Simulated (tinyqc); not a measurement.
From results back to parameters: effective work function and flat-band voltage of a metal/high-k/SiO2/Si stack with a dipole layer. Three cases, with inputs chosen for the exercise.

Problem. Three stacks with (t1, t2) = (8, 20), (30, 20) and (8, 60) angstrom have the flat-band voltages below. VFB = W0 - (chi + dEF) - 4 pi e2 [Q1 EOT + Q2 x2]/3.9 with x2 = t2 3.9/eps2, EOT = t1 + x2, e2 = e^2/4 pi eps0, 1 cm^-2 = 1e-16 angstrom^-2; W0 is the work function with the dipole step.

Constants: e^2/(4 pi eps0) = 14.39964547 eV angstrom.

Case 1.

Values chosen (out of a larger set: a stack on Si capped with an yttrium-like oxide; not measured data): chi = 4.054 eV (electron affinity of the channel); dEF = 0.39 eV (Ec - EF in the channel); eps = (3.9, 23.2) (their dielectric constants).

VFB (V): -0.1164874  -0.1348609  -0.1782604

Case 2.

Values chosen (out of a larger set: a stack on Si capped with an yttrium-like oxide; not measured data): chi = 4.062 eV (electron affinity of the channel); dEF = 0.483 eV (Ec - EF in the channel); eps = (3.9, 16.7) (their dielectric constants).

VFB (V): -0.0200741  -0.0283422  -0.1059338

Case 3.

Values chosen (out of a larger set: a stack on Si capped with a magnesium-like oxide; not measured data): chi = 4.061 eV (electron affinity of the channel); dEF = 0.321 eV (Ec - EF in the channel); eps = (3.9, 22.2) (their dielectric constants).

VFB (V): 0.2900546  0.2767849  0.2499519

Find: Q1; Q2; W0.

Solution. The first two stacks differ in t1 alone and give Q1; the first and third give Q1 + Q2; W0 follows from any of them.

Case 1.

Q1 = 1.8e+11 e/cm^2
Q2 = 1.8e+12 e/cm^2
W0 = 4.365 eV

Case 2.

Q1 = 8.1e+10 e/cm^2
Q2 = 1.9e+12 e/cm^2
W0 = 4.571 eV

Case 3.

Q1 = 1.3e+11 e/cm^2
Q2 = 1.1e+12 e/cm^2
W0 = 4.697 eV

Computed by tinyqc, one run a case: `OMP_NUM_THREADS=1 python tinyqc.py N N+1 out.jsonl` with N = 1851039, 1851075, 1851090; one thread of a shared Intel(R) Xeon(R) Processor @ 2.30GHz, about 0.01 s a run at most.
